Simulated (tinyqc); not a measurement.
Threshold-voltage variability of a planar MOSFET, analytic estimates: effect of the correlation length of the roughness.

Three independent sources add in quadrature: random dopants in the depleted layer, metal-gate grains of two orientations, and roughness of the two gate edges acting through the roll-off VT = VT(long) - Vr exp(-L/l). These are first-order estimates: no three-dimensional electrostatics, no percolation.

ni = sqrt(Nc Nv) exp(-Eg/(2 Vt)), Eg in volts; Cox = 3.9 eps0/ti; Wd = sqrt(4 eps0 eps_r Vt ln(Na/ni)/(q Na)); dopants: s1 = (q/Cox) sqrt(Na Wd/(3 L W)). Grains: Ng = L W/G^2 (at least 1), s2 = dW sqrt(p (1 - p)/Ng). Edges, with exponential correlation and u = W/La: the mean gate length has sL^2 = 2 De^2 (2/u)[1 - (1 - exp(-u))/u]; s3 = sL (Vr/l) exp(-L/l). s = sqrt(s1^2 + s2^2 + s3^2). l and Vr are held fixed.

Inputs (values chosen for the exercise); material values close to those of silicon:
```
symbol    value   unit                                                 meaning
T           250      K                                             temperature
Eg         1.14     eV                                                band gap
eps_r      11.9                     relative permittivity of the semiconductor
Nc      2.17e19  cm^-3                  conduction-band density of states at T
Nv      2.05e19  cm^-3                     valence-band density of states at T
Na       4.9e17  cm^-3                                          channel doping
ti          2.6     nm                 oxide-equivalent thickness in inversion
L            20     nm                                             gate length
W            93     nm                                              gate width
G             7     nm                                        metal grain size
dW          0.1     eV  work-function difference of the two grain orientations
p           0.4               share of the orientation of higher work function
De          1.7     nm                          rms roughness of one gate edge
l           3.6     nm                  decay length of the threshold roll-off
Vr          2.3      V                               prefactor of the roll-off
```

Constants: q = 1.602176634e-19 C, kB = 1.380649e-23 J/K, Vt = kB T/q, eps0 = 8.8541878128e-14 F/cm where lengths are in cm. Results are converted to the units shown.

The same in every row: s1 (mV) = 25.59; s2 (mV) = 7.951.

Effect of the correlation length of the roughness:
```
La (nm),s3 (mV),s (mV),s sqrt(L W) (mV um)
2,1.218,26.82,1.157
5,1.894,26.86,1.158
10,2.601,26.92,1.161
20,3.455,27.02,1.165
40,4.308,27.14,1.170
80,4.980,27.25,1.175
160,5.414,27.34,1.179
```

What does the comparison show?

As La goes from 2 to 160 nm, s rises from 26.8 to 27.3 mV. The dopants are the largest source in the first and the last row. The edge term s3 rises from 1.22 to 5.41 mV: a longer correlation averages out less along the width. In every row the depletion depth exceeds L, so source and drain share much of the charge and s1 is rough.

Program tinyqc, `OMP_NUM_THREADS=1 python tinyqc.py 2090077 2090078 out.jsonl`; Intel Xeon 2.30GHz, shared host, one thread, about 0.01 s.
